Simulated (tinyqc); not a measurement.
Energy and delay of logic against supply voltage: course of the iteration.

One expression serves below and above threshold: I(Vg) = Ik [ln(1 + exp((Vg - VT + dd V)/(al nf Vt)))]^al, with I_on = I(V) and I_off = I(0). Gate delay td = kd C V/I_on, clock period LD td. Per gate and cycle the switching energy is act C V^2 and the leakage energy I_off V LD td. No short-circuit current, no variation. Minima are sought above 0.09 V; below a few Vt gates no longer switch and the model has no meaning.

Start: V = 0.33 V.

Minimum-energy supply: E(V) is the energy per gate and cycle; with h = 0.001 V, E' = (E(V + h) - E(V - h))/(2 h), E'' = (E(V - h) - 2 E(V) + E(V + h))/h^2, V(new) = V - E'/E''.

Stop when the step is below 1e-9 V, or after 40 iterations.

Parameters, values chosen for the exercise; values of the order met in logic technologies:
- T = 358 K (temperature)
- VT = 0.34 V (threshold voltage at zero drain bias)
- nf = 1.38 (slope factor)
- dd = 0.07 (barrier lowering per volt of supply)
- Ik = 0.7 uA (specific current of a gate)
- al = 1.86 (exponent of the current law)
- C = 1.1 fF (load capacitance of a gate)
- kd = 1.1 (delay factor)
- LD = 60 (logic depth)
- act = 0.2 (activity factor)

Constants: q = 1.602176634e-19 C, kB = 1.380649e-23 J/K, Vt = kB T/q. Results are converted to the units shown.

Course of the iteration:
```
iteration	V before the step (V)	step (V)
1	0.33	-0.0533
2	0.276728	9.79e-3
3	0.286513	4.78e-4
4	0.286991	1.09e-6
5	0.286992	-7.48e-13
```

Did this iteration meet its convergence test, and what does its course show?

Yes. Converged in 5 iterations. There leakage makes up 38.5 % of the energy and the clock runs at 9.49 MHz.

tinyqc, about 0.01 s, one thread, Intel Xeon 2.30GHz (shared host): `OMP_NUM_THREADS=1 python tinyqc.py 2082126 2082127 out.jsonl`
